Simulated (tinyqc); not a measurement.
Voltage drop against the pad pitch.

A grid of 13 by 13 nodes with segments Rx (rows) and Ry (columns); every node draws I1 and the central node kh I1; pads with resistance Rp sit at the nodes whose row and column are multiples of the pitch, counting from 0. The drops u = Vdd - V follow from G u = i, with G the conductance matrix and i the load currents, solved directly.

Inputs (values chosen for the exercise): supply voltage Vdd = 0.7 V; resistance of a horizontal segment Rx = 0.67 ohm; resistance of a vertical segment Ry = 1.7 ohm; resistance from a pad node to the supply Rp = 0.27 ohm; factor on the load at the hot node kh = 3; load current of a node in the large grid I1 = 0.23 mA.

Voltage drop against the pad pitch:
columns A: pitch (nodes); B: pads; C: worst drop (mV); D: mean drop (mV); E: largest drop at a pad (mV); F: largest pad current (mA); G: worst drop over Vdd (%)
```
A     B        C         D        E        F         G
1   169  0.12638  0.062835  0.12638  0.46808  0.018055
2    49  0.53354   0.36987  0.32200   1.1926  0.076221
3    25   1.1820   0.89432  0.61501   2.2778   0.16886
4    16   2.3982    1.6426  0.88943   3.2942   0.34259
6     9   4.4611    3.6605   1.8531   6.8633   0.63730
12    4   16.723    13.625   2.6548   9.8325    2.3891
```

The worst drop goes from 0.126 to 16.7 mV while the number of pads falls from 169 to 4; between the last two rows it goes as pitch^(1.91). The largest drop at a pad is 100 % of the worst drop in the first row and 15.9 % in the last; the rest falls along the wires.

tinyqc, about 0.1 s, one thread, Intel Xeon 2.30GHz (shared host): `OMP_NUM_THREADS=1 python tinyqc.py 2770203 2770204 out.jsonl`
